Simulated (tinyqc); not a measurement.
# Changing the recess depth d

Model: stress in a transistor channel from embedded alloy regions, liners and fins, by half-space elasticity. Computed by tinyqc, a small Python program. Command: `OMP_NUM_THREADS=1 python tinyqc.py 3024865 3024866 out.jsonl stressor sweep`. One thread of a shared host (Intel(R) Xeon(R) Processor @ 2.30GHz), about 0.07 s of CPU time with the checks.

Plane strain in an isotropic half-space, the same constants everywhere; x along the channel from its centre, y downwards from the free surface; stress is positive in tension.

Inputs (values chosen for the exercise, modelled on silicon):
```
quantity                                   value      unit
alloy fraction x                            0.38         -
lattice change per unit x, beta           0.0421         -
Young's modulus E                            166       GPa
Poisson ratio nu                            0.25         -
channel length L                              78        nm
length of each stressor S                    195        nm
depth of the field point y                     3        nm
longitudinal piezoresistance coefficient    71.4  1e-11/Pa
vertical piezoresistance coefficient          -1  1e-11/Pa
```

Stressor: Si(1-x)Ge(x) source and drain.

Method:
- Misfit e = beta x. A fully constrained inclusion holds the stress -p with p = E e/(1 - 2 nu); a blanket film would hold -E e/(1 - nu) in the plane.
- A line element dA of misfit at (a, c) in the half-space gives, with C = E e/(2 pi (1 - nu)), X = x - a, r1^2 = X^2 + (y - c)^2, r2^2 = X^2 + Y^2, Y = y + c: s_xx = -C dA {[X^2 - (y - c)^2]/r1^4 + 3 [X^2 - Y^2]/r2^4 + 4 y Y (Y^2 - 3 X^2)/r2^6}, s_yy = C dA {[X^2 - (y - c)^2]/r1^4 - [X^2 - Y^2]/r2^4 + 4 y Y (Y^2 - 3 X^2)/r2^6}. These are integrated over two rectangles, L/2 < |a| < L/2 + S, 0 < c < d (closed form in a, 200 Gauss-Legendre points in c).
- At x = y = 0 the integral is s_xx = -(4/pi) [E e/(1 - nu)] [arctan(2 d/L) - arctan(d/(L/2 + S))].
- d mu/mu = -(pi_L s_xx + pi_z s_yy) for the embedded regions alone; the stress across the width is left out.

One run for each value:
```
recess depth d (nm)  s_xx (MPa)  s_xx at the surface (MPa)   s_yy (MPa)  mobility change (%)
5.0                      -466.6                     -478.5  -3.1939e+00                33.31
8.3                      -760.6                     -785.5  -4.9527e+00                54.31
14.0                    -1230.9                    -1284.4  -7.0234e+00                87.88
23.0                    -1855.9                    -1960.6  -7.8633e+00               132.50
39.0                    -2613.1                    -2796.3  -5.7032e+00               186.57
65.0                    -3168.6                    -3423.8  -2.1715e+00               226.24
110.0                   -3266.9                    -3564.6  -7.1423e-03               233.26
180.0                   -2855.2                    -3163.7   6.5661e-01               203.87
300.0                   -2100.1                    -2403.7   7.5516e-01               149.95
```

Over the rows, s_xx (MPa) goes from -467 through a minimum among these rows, -3270 at 110, to -2100; s_xx at the surface (MPa) goes from -479 through a minimum among these rows, -3560 at 110, to -2400; s_yy (MPa) goes from -3.19 through a minimum among these rows, -7.86 at 23.0, to 0.755. At the surface the maximum lies at d = sqrt((L/2)(L/2 + S)) = 96 nm: an element deeper than its horizontal distance has the opposite effect on the surface, by the sign of X^2 - c^2.

Caution (rows 8.30, 14.0, 23.0, 39.0, 65.0, 110, 180, 300): beyond a few hundred MPa bulk piezoresistance coefficients no longer describe an inversion layer well.

Extremes, crossings and ranges named in words are read from the listed rows.
